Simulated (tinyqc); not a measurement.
Switching kinetics of a ferroelectric film and the memory window of a ferroelectric gate stack: one step, computed by the program tinyqc. Command: `OMP_NUM_THREADS=1 python tinyqc.py 3022811 3022812 out.jsonl feswitch walk`. One thread of a shared host (Intel(R) Xeon(R) Processor @ 2.30GHz), about 0.02 s of CPU time with the checks.

Fields in MV/cm; 1 microcoulomb/cm^2 over eps_0 is 11.29409 MV/cm. In the stack (metal, ferroelectric, interlayer, channel) the channel is taken as a conductor.

Problem. Fields in the stack. Series stack: V = E_F t_F + E_I t_I and eps_I E_I = eps_F E_F + (1 - s) P/eps_0. Before switching P = -P_r, after it P = +P_s; in retention V = 0 and P = +P_r.

Inputs (values chosen for the exercise, for a model film): saturation polarisation P_s = 14 microcoulomb/cm^2; ratio P_r/P_s = 0.72; coercive field E_c = 0.67 MV/cm; permittivity of the ferroelectric eps_F = 31; thickness t_F = 7.9 nm; permittivity of the interlayer eps_I = 5.5; interlayer thickness t_I = 1.7 nm; share s of P screened by trapped charge = 0.84; pulse height V = 4.4 V; breakdown field of the interlayer = 15 MV/cm.

Give: E_F before switching; E_F after switching; E_I after switching; depolarising field in retention; depolarising field over E_c.

Solution.

E_F before switching = 2.8390 MV/cm

E_F after switching = 2.0696 MV/cm

E_I after switching = 16.265 MV/cm

depolarising field in retention = 0.32206 MV/cm

depolarising field over E_c = 0.48068

Caution: the interlayer field exceeds its breakdown field, so charge injection would change the fields.
